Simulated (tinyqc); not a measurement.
Against the Fermi level: single-band model of a thermoelectric material. Computed by tinyqc, a small Python program. Command: `OMP_NUM_THREADS=1 python tinyqc.py 3030455 3030456 out.jsonl thermo walk`. One thread of a shared host (Intel(R) Xeon(R) Processor @ 2.30GHz), about 0.01 s of CPU time with the checks.

One spherical band, one scattering law, no minority carriers and no phonon drag. In a real material minority carriers limit |S| to about E_g/(2 e T), so larger values are formal. eta = E_F/(k_B T) is counted from the band edge; f = 1/(1 + exp(x - eta)).

Inputs (values chosen for the exercise, for a model material):

| quantity | value | unit |
|---|---|---|
| density-of-states mass m | 0.71 | m_0 |
| mobility parameter mu_300 | 240 | cm^2/(V s) |
| temperature exponent p | 1.5 | - |
| lattice thermal conductivity kappa_L | 5.7 | W/(m K) |
| temperature T | 780 | K |

Band: parabolic. Scattering: constant relaxation time, r = 0.

Constants: k_B = 8.617333262e-05 eV/K; e = 1.602176634e-19 C; m_0 = 9.1093837015e-31 kg; k_B = 1.380649e-23 J/K; hbar = 1.054571817e-34 J s.

Method:
- With x = E/(k_B T), a = alpha k_B T (0 for a parabolic band), G = x (1 + a x), D = 1 + 2 a x and <y> = int y f (1 - f) dx, f = 1/(1 + exp(x - eta)): tau = tau_0 G^r/D; transport function s = G^(3/2 + r)/D^2; n = N_0 <G^(3/2)> with N_0 = (2 m k_B T)^(3/2)/(3 pi^2 hbar^3).
- Integrals over x = E/(k_B T) use 160 Gauss-Legendre points in u = sqrt(x) from 0 to sqrt(max(eta, 0) + 32).
- sigma = e mu_0 N_0 <s> with mu_0 = e tau_0/m = mu_300 (T/300 K)^(-p); |S| = (k_B/e)(<x s>/<s> - eta); Lorenz number L = (k_B/e)^2 (<x^2 s>/<s> - (<x s>/<s>)^2); kappa_e = L sigma T; zT = S^2 sigma T/(kappa_L + kappa_e).

The same material at other dopings:

| eta | n (1/cm^3) | \|S\| (microvolt/K) | sigma (S/cm) | power factor (microwatt/(cm K^2)) | zT |
|---|---|---|---|---|---|
| -4 | 1.1454e+18 | 560.82 | 1.0505e+01 | 3.304 | 0.04509 |
| -3 | 3.0798e+18 | 475.82 | 2.8248e+01 | 6.395 | 0.08689 |
| -2 | 8.1379e+18 | 392.69 | 7.4641e+01 | 11.510 | 0.15456 |
| -1 | 2.0631e+19 | 314.01 | 1.8923e+02 | 18.659 | 0.24346 |
| 0 | 4.8158e+19 | 244.17 | 4.4170e+02 | 26.333 | 0.32296 |
| 1 | 9.9169e+19 | 187.59 | 9.0957e+02 | 32.008 | 0.35180 |
| 2 | 1.7772e+20 | 145.45 | 1.6301e+03 | 34.485 | 0.32443 |
| 4 | 4.0983e+20 | 94.03 | 3.7590e+03 | 33.233 | 0.21462 |
| 6 | 7.2044e+20 | 67.13 | 6.6078e+03 | 29.779 | 0.13339 |
| 10 | 1.5159e+21 | 41.74 | 1.3903e+04 | 24.224 | 0.06024 |

What does the comparison show, and why?

|S| falls and sigma rises with eta, so their product S^2 sigma peaks: among these rows at eta = 2, and zT at eta = 1, where |S| = 188 microvolt/K. zT stays above 90 % of its best row from n = 4.8e19 to 1.8e20 per cm^3.

Extremes, crossings and ranges named in words are read from the listed rows.
